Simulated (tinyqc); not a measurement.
Inside a calculation. Method: CID on RHF in the sto-3g basis, for H3+, spin multiplicity 1. One step of it, computed by the program tinyqc.

Problem. CID: determinants and Hamiltonian. Slater-Condon rules over spin orbitals, with the nuclear repulsion added and E(HF) subtracted on the diagonal. Only determinants linked to the reference directly or through others are kept (one block of an abelian symmetry group), so some states are absent.

one-electron integrals over orbitals h = C^T H C (hartree):
```
[[-1.408652, 0.000022, -0.026483],
 [0.000022, -1.052125, -0.000004],
 [-0.026483, -0.000004, -0.977963]]
```

Two-electron integrals over orbitals (pq|rs), unique and non-zero (hartree):
```
(11|11) 0.510899    (21|11) -0.000022   (21|21) 0.147696    (22|11) 0.485661
(22|21) 0.000098    (22|22) 0.576367    (31|11) 0.026483    (31|21) 1.93e-06
(31|22) -0.095391   (31|31) 0.151092    (32|11) 3.02e-06    (32|21) -0.118521
(32|22) -0.000030   (32|31) -0.000084   (32|32) 0.103051    (33|11) 0.517159
(33|21) -0.000101   (33|22) 0.444800    (33|31) 0.101932    (33|32) 0.000028
(33|33) 0.585795
```

nuclear repulsion = 1.14999978 hartree

Hartree-Fock energy = -1.15640498 hartree

Give: determinants; H - E(HF) between determinants.

Solution.

Occupation strings over the orbitals (2 doubly, a alpha, b beta, 0 empty; spin orbitals ordered 1a 1b 2a 2b ...): 200 020 0ab 0ba 002

H - E(HF) between determinants (hartree), order 200, 020, 0ab, 0ba, 002:
```
[[0.0000, 0.1477, 0.0000, 0.0000, 0.1511],
 [0.1477, 0.7785, 0.0000, 0.0000, 0.1031],
 [0.0000, 0.0000, 0.7211, -0.1031, 0.0000],
 [0.0000, 0.0000, -0.1031, 0.7211, 0.0000],
 [0.1511, 0.1031, 0.0000, 0.0000, 0.9363]]
```
